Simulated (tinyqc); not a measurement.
Epitaxial growth on a vicinal surface: Burton-Cabrera-Frank step flow, step-edge barrier and island nucleation: one step, computed by the program tinyqc. Command: `OMP_NUM_THREADS=1 python tinyqc.py 3008093 3008094 out.jsonl stepflow walk`. One thread of a shared host (Intel(R) Xeon(R) Processor @ 2.30GHz), about 0.04 s of CPU time with the checks.

Adatoms land at rate F, hop on a square grid (a simplification for hexagonal faces), desorb, or join steps. Lengths are in units of a and n is the adatom coverage. Steps ascend at x = 0 and descend at x = l.

Task: Terrace solution. D n'' - n/tau + F = 0 with n(0) = n_eq and -l_s n'(l) = n(l) - n_eq. With u = n - F tau, A = n_eq - F tau, y = l/x_s, s = l_s/x_s: u = A cosh(x/x_s) + B sinh(x/x_s), B = A (1 - cosh y - s sinh y)/(sinh y + s cosh y). Flux into the ascending step J+ = D B/x_s, over the descending one J- = -(D/x_s)(A sinh y + B cosh y); step velocity J+ + J-; growth rate (J+ + J-)/l. For small y: J+ + J- = (F - n_eq/tau) l, J-/J+ = l/(l + 2 l_s). The coverage peaks where n' = 0, tanh(x/x_s) = -B/A.

Inputs (values chosen for the exercise, close to those used for GaN(0001)): deposition rate F = 1.4 layers/s; temperature T = 870 C.

D = 4120945 a^2/s

lifetime tau = 1.101804 s

diffusion length x_s = 2130.838 a

equilibrium coverage n_eq = 3.084287e-06

terrace width l = 23.25012 a

Schwoebel length l_s = 0 a

Give: J+; J-; growth rate; peak coverage; position of the peak.

Result:

J+ = 16.27 atoms per step site and s

J- = 16.27 atoms per step site and s

growth rate = 1.400 layers/s

peak coverage = 2.604e-05

position of the peak = 11.63 a
